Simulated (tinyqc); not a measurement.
Specific resistance of a metal-semiconductor contact and its transmission-line measurement: one step, computed by the program tinyqc. Command: `OMP_NUM_THREADS=1 python tinyqc.py 3027493 3027494 out.jsonl contact walk`. One thread of a shared host (Intel(R) Xeon(R) Processor @ 2.30GHz), about 0.01 s of CPU time with the checks.

The barrier is parabolic (depletion approximation), energies E are normal energies counted from the band edge in the neutral semiconductor (downwards for holes), and the bias is zero. xi is an input, held fixed when other inputs move.

Problem. Transmission and supply. WKB transmission for E < E_b, with a = E/E_b: D = exp{-(E_b/E_00) [sqrt(1 - a) - a ln((1 + sqrt(1 - a))/sqrt(a))]}; D = 1 above. f = 1/(1 + exp((E - xi)/k_B T)).

Inputs (values chosen for the exercise, modelled on n-type silicon): Fermi level above the band edge in the bulk, xi = 0.046 eV; temperature T = 300 K.

Image-force lowering: left out.

barrier used, above the bulk band edge = 0.686 eV

E_00 = 86.43398 meV

Constants: k_B = 8.617333262e-05 eV/K.

Give: E, D, f and D f at E/E_b = 0.05, 0.15, 0.3, 0.45, 0.6, 0.75, 0.9, 0.98.

Solution.

E, D, f and D f at E/E_b = 0.05, 0.15, 0.3, 0.45, 0.6, 0.75, 0.9, 0.98:
```
E/E_b   E (eV)          D          f        D f
0.05   0.03430  1.037e-03  6.113e-01  6.339e-04
0.15   0.10290  4.471e-03  9.966e-02  4.456e-04
0.30   0.20580  2.330e-02  2.063e-03  4.807e-05
0.45   0.30870  8.387e-02  3.862e-05  3.239e-06
0.60   0.41160  2.300e-01  7.214e-07  1.660e-07
0.75   0.51450  4.973e-01  1.348e-08  6.701e-09
0.90   0.61740  8.430e-01  2.517e-10  2.122e-10
0.98   0.67228  9.851e-01  3.013e-11  2.968e-11
```
